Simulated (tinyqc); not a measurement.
Worked calculation: two-band tight binding of a puckered layer. Values are carried at full precision from step to step, so a last printed digit may differ when a step is redone from the rounded ones.

With X = kx ax/2 and Y = ky ay/2: h = t2 + 2 cos(Y) (t1 exp(iX) + t3 exp(-iX)) + t5 exp(2iX), d = 4 t4 cos(X) cos(Y), H = [[d, h], [h*, d]], E = d -/+ |h|.

Constants: hbar^2/2m0 = 3.80998211 eV angstrom^2.

Values chosen for the exercise (near a published set for monolayer black phosphorus; not measured data):
```
symbol  value         unit        meaning
ax      4.62          angstrom    period along x (armchair)
ay      3.27          angstrom    period along y (zigzag)
t1      -1.227        eV          along the zigzag
t2      3.612         eV          across the pucker
t3      -0.189        eV          second in the sheet
t4      -0.108        eV          same sublattice
t5      -0.06         eV          far across
k       (0.23, 0.17)  1/angstrom  wave vector
```

## One k point

Form X, Y, h, d and the levels.

X, Y (rad): 0.53130  0.27795

h = 1.2349-1.0639i eV
d = -0.3582 eV

levels (eV): -1.9881  1.2718

## Expansion about Gamma

h = h0 + i chi kx + gx kx^2 + gy ky^2 and d = 4 t4 + ex kx^2 + ey ky^2, with h0 = t2 + 2 t1 + 2 t3 + t5, chi = ax (t1 - t3 + t5), gx = -ax^2 ((t1 + t3)/4 + t5/2), gy = -ay^2 (t1 + t3)/4, ex = -t4 ax^2/2, ey = -t4 ay^2/2. The gap is 2 h0.

h0 = 0.7200 eV
gap = 1.4400 eV
chi = -5.0728 eV angstrom

gx, gy, ex, ey (eV angstrom^2): 8.1962  3.7853  1.1526  0.5774

## Masses

Electrons: c/(ex + gx + chi^2/(2 h0)) along x, c/(ey + gy) along y; holes: the same with -ex and -ey; c = hbar^2/2m0. The coefficients stand in the order gx, gy, ex, ey.

masses (m0):
```
               x       y
electron  0.1400  0.8733
hole      0.1529  1.1877
```

density-of-states mass sqrt(mx my) (m0): electron 0.3496, hole 0.4262

my/mx: electron 6.24, hole 7.77

Along x the term chi^2/(2 h0) = 17.87 eV angstrom^2 couples the bands and makes both carriers light; along y it is absent.

## Checks

- Electron mass along x against a finite difference of the band: both 0.1400.

Run: tinyqc, `OMP_NUM_THREADS=1 python tinyqc.py 1450822 1450823 out.jsonl`; Intel(R) Xeon(R) Processor @ 2.30GHz, one thread, shared host; about 0.01 s of CPU time with all checks.
